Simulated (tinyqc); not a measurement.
Single-electron transistor, orthodox theory and master equation: one step of the calculation.

A metal island with n extra electrons joins the left lead (voltage V) and the right lead (0 V) by tunnel junctions and couples to a gate. Cs = CL + CR + Cg. Adding electron n + 1 costs mu(n) = [q (n + 1/2) - CL V - Cg Vg]/Cs (in volts); the Fermi levels are -V (left) and 0 (right). A jump that gains the energy W has the rate G(W) = (W/q)/(R [1 - exp(-W/Vt)]), W in volts, Vt = kB T/q. Sequential tunnelling only; I > 0 flows from left to right.

Problem. Tunnelling rates. Onto the island: from the left W = -V - mu(n), from the right W = -mu(n); off the island (n + 1 to n): to the left W = mu(n) + V, to the right W = mu(n).

Values chosen for this exercise: resistance of the left junction RL = 130 kohm; resistance of the right junction RR = 130 kohm; temperature T = 0.97 K; bias of the left lead V = 0.36 mV.

Constants: q = 1.602176634e-19 C, kB = 1.380649e-23 J/K, Vt = kB T/q. Results are converted to the units shown.

mu(n), n to n + 1, n -1 to 1 (mV): [-1.2278629, -0.2798294, 0.6682041]

Give: on from left; on from right; off to left; off to right.

Solution.

| n to n + 1, n | on from left (1/ns) | on from right (1/ns) | off to left (1/ns) | off to right (1/ns) |
|---|---|---|---|---|
| -1 | 41.669 | 58.952 | 0.0012903 | 2.4601e-5 |
| 0 | 2.3917 | 13.925 | 6.2408 | 0.48966 |
| 1 | 2.2451e-4 | 0.010831 | 49.366 | 32.092 |

Range of the model: Cotunnelling, which dominates deep in the blockade, is left out.

Numbers from tinyqc (`OMP_NUM_THREADS=1 python tinyqc.py 2780116 2780117 out.jsonl`; about 0.01 s on one thread of a shared Intel Xeon 2.30GHz).
